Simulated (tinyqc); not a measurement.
# Worked calculation: resistance of a tapered via with liner, size effect and interface

Numbers from tinyqc (`OMP_NUM_THREADS=1 python tinyqc.py 2750003 2750004 out.jsonl`; about 0.01 s on one thread of a shared Intel Xeon 2.30GHz). Printed values are rounded.

A round via whose diameter grows from db at the bottom as D(z) = db + 2 z/tan(ang). The fill, of diameter D - 2 tl, starts above the bottom liner (thickness fb tl) and has rho = rho0 (1 + ks lam/(D - 2 tl)); the sidewall liner conducts in parallel with it. The bottom liner and the interface are crossed over the full area pi db^2/4. Spreading in the lines above and below is left out.

Values chosen for this exercise; fill metal close to tungsten:
```
symbol,value,unit,meaning
db,47,nm,diameter at the bottom
hv,160,nm,height
ang,88,degrees,sidewall angle
rho0,5.24,uohm cm,bulk resistivity of the fill
lam,15.1,nm,mean free path of the fill
ks,1,,size-effect factor
tl,3.6,nm,liner on the sidewall
fb,0.7,,liner at the bottom over that on the sidewall
rl,270,uohm cm,resistivity of the liner
ri,1.8e-12,ohm cm^2,interface resistivity at the bottom
Sb,9.1e14,S/m^2,"ballistic conductance per area, about 3/(4 rho0 lam)"
```

## Slices of the via

Slices between z0 = fb tl and hv, evaluated at their midpoints: conductance per length pi/4 [(D - 2 tl)^2/rho + (D^2 - (D - 2 tl)^2)/rl], slice resistance = slice height over that. 7 slices.

| slice | z (nm) | D (nm) | rho (uohm cm) | slice resistance (ohm) |
|---|---|---|---|---|
| 0 | 13.76857 | 47.96162 | 7.181140 | 1.225489 |
| 1 | 36.26571 | 49.53285 | 7.109092 | 1.125373 |
| 2 | 58.76286 | 51.10409 | 7.042201 | 1.036895 |
| 3 | 81.26 | 52.67532 | 6.979933 | 0.9583351 |
| 4 | 103.7571 | 54.24656 | 6.921823 | 0.8882784 |
| 5 | 126.2543 | 55.81779 | 6.867470 | 0.8255509 |
| 6 | 148.7514 | 57.38903 | 6.816520 | 0.7691732 |

## Total resistance

R_fill = sum of the slices; R_bottom = rl fb tl/(pi db^2/4); R_interface = ri/(pi db^2/4); ballistic (Sharvin) limit 1/(Sb pi (db - 2 tl)^2/4); ideal cylinder rho0 hv/(pi db^2/4).

parts (ohm): fill 6.829094, bottom liner 3.921739, interface 0.1037497
R = 10.85458 ohm
shares (%): fill 62.91439, bottom liner 36.12980, interface 0.95581
ballistic limit = 0.8832885 ohm
ideal cylinder = 4.832431 ohm

The fill is the largest part, and R is 2.25 times the ideal cylinder. With 2000 slices R = 10.857 ohm.
